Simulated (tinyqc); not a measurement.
From results back to parameters: Penn model of the dielectric constant and Phillips ionicity. Two cases, with inputs chosen for the exercise.

Problem. eps was computed from a and a hidden C.

n = 32/a^3; Ep^2 = 8 pi c e2 n with c = hbar^2/2m0, e2 = e^2/(4 pi eps0); EF = c (3 pi^2 n)^(2/3); eps = 1 + (Ep/Eg)^2 S with S = 1 - Eg/(4 EF) + (Eg/(4 EF))^2/3, Eg the Penn gap. Core d shells are left out.

Phillips: bond length d = sqrt(3) a/4; homopolar gap Eh = 39.74 d^(-2.48) eV (d in angstrom); Eg^2 = Eh^2 + C^2; ionicity fi = C^2/Eg^2.

Constants: hbar^2/2m0 = 3.80998211 eV angstrom^2; e^2/(4 pi eps0) = 14.39964547 eV angstrom.

Case 1.

Values chosen (out of a larger set: near those of GaSb; not measured data): a = 6.108 angstrom (cubic lattice constant, 32 valence electrons a cell).

eps = 10.86289

Case 2.

Values chosen (out of a larger set: near those of ZnSe; not measured data): a = 5.641 angstrom (cubic lattice constant, 32 valence electrons a cell).

eps = 5.32967

Find: Eg; Eh; C; fi.

Solution. eps falls steadily with Eg, so one Eg fits; C^2 = Eg^2 - Eh^2.

Case 1.

Eg = 4.197 eV
Eh = 3.562 eV
C = 2.22 eV
fi = 0.280

Case 2.

Eg = 6.974 eV
Eh = 4.339 eV
C = 5.46 eV
fi = 0.613

Computed by tinyqc, one run a case: `OMP_NUM_THREADS=1 python tinyqc.py N N+1 out.jsonl` with N = 1651575, 1651587; one thread of a shared Intel(R) Xeon(R) Processor @ 2.30GHz, about 0.01 s a run at most.
